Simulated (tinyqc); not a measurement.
Transparency density and B against temperature: optical gain and spontaneous emission in a bulk direct-gap semiconductor.

Parabolic bands, vertical transitions, no excitons. For each hole band j: mr = me mj/(me + mj); joint density of states J_j(E) = (mr/c)^(3/2) sqrt(E - Eg)/(2 pi^2), both spins, c = hbar^2/2m0; averaged matrix element |e.p|^2 = m0 Ep/6; alpha_j(E) = 4 pi^2 alpha_f c Ep J_j/(3 nr E) in 1/angstrom (alpha_f the fine-structure constant, listed as alpha among the constants), times 1e8 for 1/cm.

F_j(eta) = (1/Gamma(j + 1)) integral_0^infinity x^j dx/(1 + exp(x - eta)), which tends to exp(eta) for eta << 0.

Quasi-Fermi levels: n = Nc F_1/2(Fc/kT) and p = Nv F_1/2(Fv/kT), Fc counted up from the conduction edge and Fv down from the valence edge; Nc, Nv from N = 2 (m kB T/(4 pi c))^(3/2) with c = hbar^2/2m0, in 1/angstrom^3; times 1e24 for 1/cm^3, with me and (mhh^(3/2) + mlh^(3/2))^(2/3).

For band j the electron sits at Ee = (E - Eg) mr/me above its edge and the hole at Eh = (E - Eg) mr/mj; fe = 1/(1 + exp((Ee - Fc)/kT)), fh = 1/(1 + exp((Eh - Fv)/kT)); gain g = sum_j alpha_j (fe + fh - 1).

Spontaneous rate: R = integral of (nr E/(hbar c))^2/(pi^2 hbar) sum_j alpha_j fe fh dE, with alpha in 1/cm and (nr E/(hbar c))^2 in 1/cm^2 (1e16 per 1/angstrom^2); B = R/(n p); lifetime n/R.

Constants: hbar^2/2m0 = 3.80998211 eV angstrom^2; fine-structure constant alpha = 0.007297352564; kB = 8.617333262e-05 eV/K; hbar = 6.58211957e-16 eV s; hbar c = 1973.269805 eV angstrom.

Values chosen for the exercise (near those of GaN; shifted at random, so the results belong to these values and not to a real crystal):
```
symbol  value   unit  meaning
Eg      3.382   eV    direct gap
me      0.2038  m0    electron mass
mhh     1.332   m0    heavy-hole mass
mlh     0.292   m0    light-hole mass
Ep      16.8    eV    Kane energy
nr      2.56          refractive index
```

Eg is held fixed; B is taken at n = 1e15 1/cm^3.

Results:
```
T (K)  transparency density (1/cm^3)  Fc/kT there  B (cm^3/s)
100                         1.18e+18        1.885    3.25e-10
150                         2.17e+18        1.885    1.77e-10
200                         3.34e+18        1.885    1.15e-10
250                         4.67e+18        1.885    8.27e-11
300                         6.14e+18        1.885    6.30e-11
350                         7.73e+18        1.885    5.01e-11
400                         9.45e+18        1.885    4.11e-11
500                         1.32e+19        1.885    2.95e-11
```

Fc/kT at transparency stays at 1.885, since it depends on Nv/Nc alone, so the density goes as T^1.50. B goes as T^-1.49, against T^-1.5 for non-degenerate carriers: hot carriers spread over k and fewer pairs share a wave vector.

tinyqc: `OMP_NUM_THREADS=1 python tinyqc.py 1681169 1681170 out.jsonl`; about 0.07 s, one thread, shared Intel(R) Xeon(R) Processor @ 2.30GHz.
